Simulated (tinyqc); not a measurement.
Worked calculation: configuration-coordinate model of a defect: Huang-Rhys factor and luminescence line shape. Computed by tinyqc, a small Python program that keeps every step. Command: `OMP_NUM_THREADS=1 python tinyqc.py 3022329 3022330 out.jsonl ccline walk`. One thread of a shared host (Intel(R) Xeon(R) Processor @ 2.30GHz), about 0.02 s of CPU time with the checks. Intermediate numbers are printed to about 6 digits and carried at full precision; extremes and crossings named in words are read from the listed rows.

Ground state E_g(Q) = (1/2) omega_g^2 Q^2; excited state E_e(Q) = E_0 + (1/2) omega_e^2 (Q - dQ)^2 with E_0 = E_ZPL - (hbar omega_e - hbar omega_g)/2. Q is mass-weighted; the dipole does not depend on Q (Condon approximation).

Inputs (values chosen for the exercise, for a model defect in a wide-gap host):

| quantity | value | unit |
|---|---|---|
| zero-phonon energy E_ZPL | 2.09 | eV |
| displacement dQ | 0.598 | u^(1/2) angstrom |
| ground-state phonon hbar omega_g | 96.9 | meV |
| excited-state phonon hbar omega_e | 92.2 | meV |
| temperature T | 120 | K |
| refractive index n_r | 2.41 | - |
| transition dipole mu | 1.3 | e angstrom |
| quenching prefactor nu_0 | 4e+12 | 1/s |

Modes: different frequencies.

Constants: hbar^2/u = 4.18015928e-03 eV angstrom^2; k_B = 8.617333262e-05 eV/K; hbar = 6.582119569e-16 eV s; e = 1.602176634e-19 C; eps_0 = 8.8541878128e-12 F/m; hbar = 1.054571817e-34 J s; c = 299792458 m/s.

## Huang-Rhys factors and vertical energies

S = hbar omega dQ^2/(2 hbar^2/u) for each state; relaxation energy S hbar omega; absorption at E_0 + S_e hbar omega_e, emission at E_0 - S_g hbar omega_g; the Stokes shift is their difference.

S_g = 4.14480

S_e = 3.94376

relaxation energy, ground state = 0.401631 eV

relaxation energy, excited state = 0.363615 eV

vertical absorption energy = 2.45596 eV

vertical emission energy = 1.69072 eV

Stokes shift = 0.765246 eV

The coupling is intermediate: phonon replicas can be resolved beside the zero-phonon line.

## Franck-Condon overlaps

Overlaps <m_e|n_g> of harmonic-oscillator functions (Hermite recursion, positive leading coefficients) by a sum over an even grid (700 points from x = -9 to 9 + d for the small table, 1500 points from -16 to 16 + d for the thermal sums), with x = Q sqrt(omega_g/hbar), d = sqrt(2 S_g) and frequency ratio omega_e/omega_g.

<m_e|n_g>:
```
           n=0        n=1        n=2        n=3        n=4        n=5        n=6
m=0   0.132517   0.263083   0.371645   0.431319   0.436143   0.396815   0.331509
m=1  -0.269705  -0.402963  -0.384450  -0.234331  -0.025289   0.167327   0.296992
m=2   0.385814   0.384644   0.143907  -0.141053  -0.302563  -0.287753  -0.143508
m=3  -0.447878  -0.221119   0.152668   0.314363   0.193217  -0.055758  -0.244216
```

From m = 0 these seven lines hold 86.9 % of the weight.

## Band at temperature T

Initial levels m = 0..24 carry Boltzmann weights exp(-m hbar omega_e/k_B T), normalised; final levels n = 0..79; a line lies at E_ZPL + m hbar omega_e - n hbar omega_g with weight w_m <m|n>^2. Moments are taken over these weights without the E^3 factor; FWHM = 2 sqrt(2 ln 2) x standard deviation; the zero-phonon weight is w_0 <0|0>^2, since the other m -> m lines are offset by m (hbar omega_e - hbar omega_g).

mean emission energy = 1.68831 eV

FWHM from the second moment = 0.476376 eV

zero-phonon weight = 0.0175584

skewness = -0.527258

## Crossing, radiative lifetime and thermal quenching

The curves cross at the root Q_c nearest dQ; the barrier is (1/2) omega_e^2 (Q_c - dQ)^2, with (1/2) omega^2 = (hbar omega)^2/(2 hbar^2/u). k_r = n_r omega^3 mu^2/(3 pi eps_0 hbar c^3) at the vertical emission energy, without local-field correction; k_nr = nu_0 exp(-barrier/k_B T) (Mott-Seitz); yield = k_r/(k_r + k_nr); T_1/2 = barrier/(k_B ln(nu_0/k_r)).

Q_c = 1.75140 u^(1/2) angstrom

classical barrier = 1.35268 eV

radiative lifetime = 13.3819 ns

luminescence yield = 1

quenching temperature T_1/2 = 1441.71 K

The barrier is so high that this route does not halve the yield below 1000 K.

## Width and zero-phonon weight against temperature

For comparison: FWHM(0) sqrt(coth(hbar omega_e/2 k_B T)) with FWHM(0) from the first row, and exp(-S_g coth(hbar omega_e/2 k_B T)).

Against temperature:

| T (K) | mean energy (eV) | FWHM (eV) | coth law (eV) | zero-phonon weight | exp(-S coth) |
|---|---|---|---|---|---|
| 53 | 1.68831 | 0.476312 | 0.476312 | 0.0175607 | 1.58466e-02 |
| 160 | 1.68830 | 0.476906 | 0.476906 | 0.0175388 | 1.56835e-02 |
| 320 | 1.68813 | 0.493444 | 0.493439 | 0.0169407 | 1.16993e-02 |
| 530 | 1.68757 | 0.544423 | 0.544400 | 0.0152283 | 4.45167e-03 |
| 860 | 1.68636 | 0.640844 | 0.640770 | 0.0124998 | 5.52472e-04 |
| 1300 | 1.68454 | 0.763116 | 0.762946 | 0.0098498 | 2.40759e-05 |
| 1500 | 1.68368 | 0.814393 | 0.814171 | 0.0089555 | 5.50293e-06 |

The width grows by a factor 1.71, flat while k_B T is well below hbar omega and as sqrt(T) above; the coth law, exact only for equal frequencies, misses by at most 0.027 %. The mean energy moves by -4.6 meV because the frequencies differ. The zero-phonon weight goes from 0.0176 to 0.00896, against 0.0158 to 5.50e-6 for the exponential rule, which assumes many modes of equal frequency in both states.

Checks made by the program: grid overlaps at equal frequencies against the Poisson weights (relative difference below 1e-10).
